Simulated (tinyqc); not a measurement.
Thin-film transistor with exponential tail and deep states, accumulation layer: one step of the calculation.

An undoped film in accumulation, thicker than the space-charge layer. With band bending psi the Fermi level lies E0 - psi below the band edge. Free electrons n = n0 exp(psi/Vt) carry the current; electrons in two exponential distributions of traps, a = a0 exp(psi/Va) and d = d0 exp(psi/Vp), do not. Linear regime, ohmic contacts, traps in equilibrium.

Task. Free and total charge, current. Va = kB Tt/q, Vp = kB Td/q. G(psi) = sum over the three kinds of c0 [V (exp(psi/V) - 1) - psi], field F = sqrt(2 q G/(eps0 eps_r)); Vg = psi + eps0 eps_r F/Ci at the surface. Total charge Q = Ci (Vg - psi_s); free charge Qf = q times the integral of n0 (exp(psi/Vt) - 1)/F over psi from 0 to psi_s; I = (W/L) mb Qf Vd; effective mobility mb Qf/Q.

Values chosen for this exercise; values close to those of amorphous indium gallium zinc oxide: temperature T = 290 K; relative permittivity of the semiconductor eps_r = 10; band mobility mb = 13 cm^2/(V s); characteristic temperature of the tail Tt = 340 K; characteristic temperature of the deep states Td = 1700 K; gate capacitance Ci = 35 nF/cm^2; ratio W/L WL = 5; drain voltage Vd = 0.1 V; gate voltage above flat band Vg = 4.9 V.

Constants: q = 1.602176634e-19 C, kB = 1.380649e-23 J/K, Vt = kB T/q, eps0 = 8.8541878128e-14 F/cm where lengths are in cm. Results are converted to the units shown.

psi_s = 0.555249557 V
n0 = 8.56785261e7 cm^-3
a0 = 1.31911942e10 cm^-3
d0 = 1.08196499e15 cm^-3

Give: surface densities; Q; Qf; effective mobility; I.

Result.

surface densities (cm^-3): free 3.822e17, tail 2.242e18, deep 4.790e16
Q = 152.1 nC/cm^2
Qf = 14.00 nC/cm^2
effective mobility = 1.197 cm^2/(V s)
I = 91.01 nA

tinyqc, about 0.03 s, one thread, Intel Xeon 2.30GHz (shared host): `OMP_NUM_THREADS=1 python tinyqc.py 2610126 2610127 out.jsonl`
